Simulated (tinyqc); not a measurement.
The 3-omega method: a line heater on a substrate with a thin film: one step, computed by the program tinyqc.

A current at angular frequency omega = 2 pi f heats the line at 2 omega with the amplitude P per length; the temperature swing Delta T at 2 omega gives a voltage at 3 omega. The substrate is taken as semi-infinite and isotropic, and the heat capacity of heater and film is left out.

Problem. The film adds a constant step. One-dimensional flow across the film: Delta T_f = P (t/kappa_f + R_i)/(2 b); total in-phase swing Delta T = Delta T_s + Delta T_f; third-harmonic amplitude V_3 = V_1 beta |Delta T|/2 with the out-of-phase part included; the apparent film conductivity is t/(t/kappa_f + R_i).

Inputs (values chosen for the exercise, modelled on a silicon-germanium alloy on silica):

| quantity | value | unit |
|---|---|---|
| substrate conductivity kappa | 1.36 | W/(m K) |
| heater half-width b | 6.2 | micrometre |
| power amplitude per length P | 3.7 | W/m |
| film thickness t | 60 | nm |
| film conductivity kappa_f | 4.6 | W/(m K) |
| interface resistance R_i | 20 | m^2 K/GW |
| temperature coefficient of resistance beta | 3.5 | 1e-3/K |
| voltage amplitude V_1 | 1.7 | V |

in-phase Delta T_s = 1.004667 K

out-of-phase Delta T_s = -0.5516307 K

Give: Delta T_f; total in-phase swing; V_3; apparent film conductivity; film share of the in-phase swing.

Solution.

Delta T_f = 0.0098597 K

total in-phase swing = 1.0145 K

V_3 = 3.4355 mV

apparent film conductivity = 1.8158 W/(m K)

film share of the in-phase swing = 0.0097186

The interface lowers the apparent conductivity by 61 %. The film is a small part of the signal: an error of 1 % in Delta T_s becomes 102 % in the film resistance. Caution: the film does not conduct much worse than the substrate, so heat spreads in it and the one-dimensional step is only approximate, and wrong once kappa_f nears or exceeds kappa.
